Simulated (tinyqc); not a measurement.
Inside a calculation. Model: short-channel transistor, virtual-source model with series resistance.

tinyqc, about 0.03 s, one thread, Intel Xeon 2.30GHz (shared host): `OMP_NUM_THREADS=1 python tinyqc.py 2380024 2380025 out.jsonl` Printed values are rounded.

The current per gate width is the charge at the top of the source barrier (the virtual source) times its velocity times a saturation function; al and be are fitting constants of the model. Units: I in uA/um, Rs in ohm um, so I Rs = 1e-6 I Rs in volts; Q in uC/cm^2, so I = 1e-4 Q vx0 Fsat with vx0 in cm/s.

Values chosen for this exercise:
```
symbol,value,unit,meaning
T,300,K,temperature
Cinv,2.61,uF/cm^2,inversion capacitance
vx0,1.22e7,cm/s,velocity at the virtual source
mu,84,cm^2/(V s),apparent mobility
L,16,nm,channel length
VT0,0.36,V,threshold at zero drain voltage
dl,0.155,V/V,drain-induced barrier lowering
n0,1.28,,subthreshold factor
nd,0,1/V,growth of n with drain voltage
al,3.5,,threshold shift (in units of Vt) from weak to strong inversion
be,2,,sharpness of saturation
Rs,50,ohm um,series resistance of each contact
Vgs,0.6,V,gate voltage
Vds,0.05,V,drain voltage
```

Constants: q = 1.602176634e-19 C, kB = 1.380649e-23 J/K, Vt = kB T/q. Results are converted to the units shown.

## Iteration 1: current through the series resistance

I at the start = 0 uA/um

Intrinsic voltages Vg' = Vgs - I Rs, Vd' = Vds - 2 I Rs. n = n0 + nd Vd', VT = VT0 - dl Vd', Ff = 1/(1 + exp((Vg' - VT + al Vt/2)/(al Vt))), Q = Cinv n Vt ln(1 + exp((Vg' - VT + al Vt Ff)/(n Vt))), Vdsat = (vx0 L/mu)(1 - Ff) + Vt Ff, Fsat = u/(1 + u^be)^(1/be) with u = Vd'/Vdsat, and I(out) = Q vx0 Fsat per width. (Fsat takes the sign of u.) I(new) = I(out).

Vg' = 0.6 V
Vd' = 0.05 V
VT = 0.352250 V
Ff = 0.0377564
Q = 0.655588 uC/cm^2
Vdsat = 0.224583 V
Fsat = 0.217314
I(out) = 173.811 uA/um
I after iteration 1 = 173.811 uA/um

## Iteration 2: current through the series resistance

As before.

Vg' = 0.591309 V
Vd' = 0.0326189 V
VT = 0.354944 V
Ff = 0.0426031
Q = 0.627035 uC/cm^2
Vdsat = 0.223582 V
Fsat = 0.144364
I(out) = 110.436 uA/um
I after iteration 2 = 110.436 uA/um

## Iteration 3: current through the series resistance

As before.

Vg' = 0.594478 V
Vd' = 0.0389564 V
VT = 0.353962 V
Ff = 0.0407706
Q = 0.637430 uC/cm^2
Vdsat = 0.223961 V
Fsat = 0.171370
I(out) = 133.268 uA/um
I after iteration 3 = 133.268 uA/um

## Course of the iteration: current through the series resistance

Stop when I changes by less than 1e-7 uA/um, or after 80 iterations.

Course of the iteration:
```
iteration  I (uA/um)  |change| (uA/um)
1            173.811               174
2            110.436              63.4
3            133.268              22.8
4            125.002              8.27
5            127.990              2.99
6            126.909              1.08
7            127.300             0.391
8            127.159             0.141
9            127.210            0.0511
...              ...               ...
14           127.196           3.16e-4
15           127.196           1.14e-4
16           127.196           4.13e-5
17           127.196           1.49e-5
18           127.196           5.40e-6
19           127.196           1.95e-6
20           127.196           7.06e-7
21           127.196           2.55e-7
22           127.196           9.23e-8
```

Converged in 22 iterations. At the end each change is about 0.36 times the one before, with alternating sign: linear convergence.

## What the series resistance costs

converged I = 127.196 uA/um
I0 = 173.811 uA/um

Intrinsic voltages Vg' = Vgs - I Rs, Vd' = Vds - 2 I Rs. n = n0 + nd Vd', VT = VT0 - dl Vd', Ff = 1/(1 + exp((Vg' - VT + al Vt/2)/(al Vt))), Q = Cinv n Vt ln(1 + exp((Vg' - VT + al Vt Ff)/(n Vt))), Vdsat = (vx0 L/mu)(1 - Ff) + Vt Ff, Fsat = u/(1 + u^be)^(1/be) with u = Vd'/Vdsat, and I = Q vx0 Fsat per width. I0 is the current for Rs = 0. Effective velocity I/Q; transit time L Q/I.

loss against I0 = 26.8195 %
effective velocity = 2.00410e6 cm/s
transit time = 0.798363 ps

The carriers leave the virtual source at 16.4 % of vx0: Vd' is not large against Vdsat.
